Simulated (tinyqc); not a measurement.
Sharp and graded interfaces: valley splitting in a one-orbital chain of atomic planes (second-neighbour model).

Each (001) plane carries one orbital with energy e0, hopping v to the next plane and u to the second: E(phi) = e0 + 2 v cos(phi) + 2 u cos(2 phi), where phi = pi - k a/4 (the sign of every second orbital is chosen so that v > 0, which shifts the phase by pi). The minimum lies at cos(phi0) = -v/(4u), phi0 = pi - (pi/2) k0 for a valley at k0 (2 pi/a), and e0 puts it at zero. A slab of N planes has hard walls: the matrix simply ends.

A well of Nw planes between barriers of 40 planes each (as of a SiGe alloy, taken as an offset alone). With x = j - 39.5 for plane j = 0, 1, ..., the potential is V0 (f(x) + f(Nw - x)) + F (j - 40) a/4, f(y) = 1/(1 + exp(y/L)), a step for L = 0; L is in planes, 4 L is about the distance over which f goes from 0.88 to 0.12, and 1 MV/m = 1e-4 V/angstrom.

Values chosen for the exercise (near those of the Delta valleys of silicon; abrupt walls in this chain split the valleys several times more than measured wells; the results hold for these values, not for the real material):

| symbol | value | unit | meaning |
|---|---|---|---|
| a | 5.442 | angstrom | lattice constant; planes lie a/4 apart |
| V0 | 0.1 | eV | barrier height |
| F | 8 | MV/m | field |
| Nw | 63 |  | planes in the well |

u = 0.589841 eV
v = 0.693748 eV
e0 = 1.383671 eV

The lowest doublet for several interface widths L.

Doublet:

| L (planes) | 4 L (angstrom) | mean level (meV) | splitting (micro-eV) |
|---|---|---|---|
| 0.00 | 0.00 | 25.91 | 1140.08 |
| 0.25 | 1.36 | 25.99 | 634.19 |
| 0.75 | 4.08 | 26.30 | 26.68 |
| 1.00 | 5.44 | 26.53 | 4.94 |
| 1.50 | 8.16 | 27.10 | 0.14 |
| 2.00 | 10.88 | 27.80 | 0.01 |

Give the missing row, L (planes) = 0.50, 4 L (angstrom) = 2.72.

Computed row:
```
L (planes)  4 L (angstrom)  mean level (meV)  splitting (micro-eV)
0.50                  2.72             26.13                138.23
```

The mean level moves by +1.9 meV over the table, while the splitting falls from 1140.1 micro-eV at a step to 4.94 at L = 1 plane, a factor 231. Coupling the valleys needs the Fourier component of the potential at twice the valley wave vector, a period of a few planes, and grading removes it. Random alloy disorder, left out here, sets the splitting once this part is gone.

Computed by tinyqc, a small Python program: `OMP_NUM_THREADS=1 python tinyqc.py 1480554 1480555 out.jsonl` (the numbers bound the seed that draws the inputs); one thread of a shared host (Intel(R) Xeon(R) Processor @ 2.30GHz), about 0.02 s for the whole set of steps.
